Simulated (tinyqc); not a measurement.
Comparisons within one model: quaternary alloy A(x)B(1-x)C(y)D(1-y) matched to a substrate. A value that a table varies takes the place of the one given here.

Q(x,y) = x y Q_AC + x (1 - y) Q_AD + (1 - x) y Q_BC + (1 - x)(1 - y) Q_BD for the lattice constant. Gap, rule 1: Q(x,y) - x (1 - x)[y C_ABC + (1 - y) C_ABD] - y (1 - y)[x C_ACD + (1 - x) C_BCD]. Rule 2 (mean of ternaries): {x (1 - x)[y T_ABC(x) + (1 - y) T_ABD(x)] + y (1 - y)[x T_ACD(y) + (1 - x) T_BCD(y)]}/{x (1 - x) + y (1 - y)}, T_ABC(x) = x E_AC + (1 - x) E_BC - C_ABC x (1 - x), T_ACD(y) = y E_AC + (1 - y) E_AD - C_ACD y (1 - y), and alike. Only the Gamma valley is followed.

Matching a(x,y) = a_s gives x = (a_s - y a_BC - (1 - y) a_BD)/(y (a_AC - a_BC) + (1 - y)(a_AD - a_BD)).
Constants: hc = 1239.841984 eV nm.

Parameters, chosen for this exercise (AC, AD, BC, BD near GaAs, GaSb, InAs and InSb; substrate near GaSb; not measured data):
- a = (5.653, 6.094, 6.057, 6.48) angstrom (lattice constants of AC, AD, BC, BD)
- Eg = (1.533, 0.809, 0.417, 0.234) eV (gaps at Gamma of AC, AD, BC, BD)
- Cb = (0.468, 0.356, 1.557, 0.642) eV (bowing of ABC, ABD, ACD, BCD)
- a_s = 6.094 angstrom (substrate)
- y = 0.21 (fraction of C)

## Along the matched line

x follows from y.

Results:
```
y          x  bilinear (eV)  rule 1 (eV)  rule 2 (eV)  wavelength 1 (nm)  wavelength 2 (nm)
0.01  0.9886         0.8096       0.7903       0.8003               1569               1549
0.12  0.8637         0.8086       0.6139       0.7142               2020               1736
0.23  0.7400         0.7937       0.4866       0.6435               2548               1927
0.34  0.6176         0.7650       0.4010       0.5853               3092               2118
0.46  0.4855         0.7182       0.3465       0.5326               3578               2328
0.57  0.3656         0.6613       0.3246       0.4910               3820               2525
0.68  0.2470         0.5913       0.3221       0.4524               3850               2740
0.79  0.1295         0.5084       0.3321       0.4130               3733               3002
0.90  0.0132         0.4127       0.3479       0.3605               3564               3439
```

The matched alloys span 0.322 to 0.790 eV by rule 1, with the lowest value inside the range, at y = 0.68. Along the line dx/dy is -1.136 between the first two rows and -1.058 between the last two. In energy the two rules differ most at y = 0.46, by 186 meV (1250 nm there), which measures how far the ternary data leave the interior open. Miscibility gaps are not considered.

## What each parameter does

x is matched anew each time. Each row changes one parameter from the base and keeps the others.

Results:
```
case                                           x  rule 1 (eV)  rule 2 (eV)
base                                      0.7624       0.5064       0.6553
y = 0.2                                   0.7736       0.5169       0.6614
a_s = 6.09 angstrom                       0.7727       0.5140       0.6615
Cb = (0.562, 0.427, 1.868, 0.77) eV       0.7624       0.4483       0.6269
Eg = (1.583, 0.809, 0.417, 0.234) eV      0.7624       0.5144       0.6633
a = (5.663, 6.094, 6.057, 6.48) angstrom  0.7665       0.5095       0.6578
```

The largest shifts from the base row, up to three for each result and ties (the steps differ in size, so this ranks the rows, not the parameters). x: y +0.0112, a_s +0.0103, a +0.0041; unchanged at the printed digits by Cb and Eg. rule 1 (eV): Cb -0.0581, y +0.0104, Eg +0.0080. rule 2 (eV): Cb -0.0284, Eg +0.0080, a_s +0.0062.

tinyqc: `OMP_NUM_THREADS=1 python tinyqc.py 1050335 1050336 out.jsonl`; about 0.01 s, one thread, shared Intel(R) Xeon(R) Processor @ 2.30GHz.
